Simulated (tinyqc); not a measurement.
Worked calculation: lattice vibrations of a chain. One step of it, computed by the program tinyqc.

Question. Frequencies. omega^2 are the eigenvalues; wavenumber = 521.4708 sqrt(eigenvalue) 1/cm.

D(q) (eV/(angstrom^2 u)):
```
                     1                    2                    3                    4
1             0.397642            -0.329275  -0.026059+0.047401i   0.074700+0.117708i
2            -0.329275             0.588816            -0.124701  -0.035764+0.065055i
3  -0.026059-0.047401i            -0.124701             1.195804            -0.898725
4   0.074700-0.117708i  -0.035764-0.065055i            -0.898725             1.523605
```

Give: eigenvalues; wavenumbers; weights |e|^2 of the mass-weighted modes.

Answer.

eigenvalues: 0.0969  0.4591  0.8698  2.2800

wavenumbers (1/cm): 162.3  353.3  486.3  787.4

weights |e|^2 of the mass-weighted modes:
```
        mode 1  mode 2  mode 3  mode 4
atom 1  0.5525  0.1169  0.3286  0.0020
atom 2  0.3215  0.0831  0.5941  0.0012
atom 3  0.0685  0.4776  0.0461  0.4078
atom 4  0.0575  0.3223  0.0311  0.5890
```
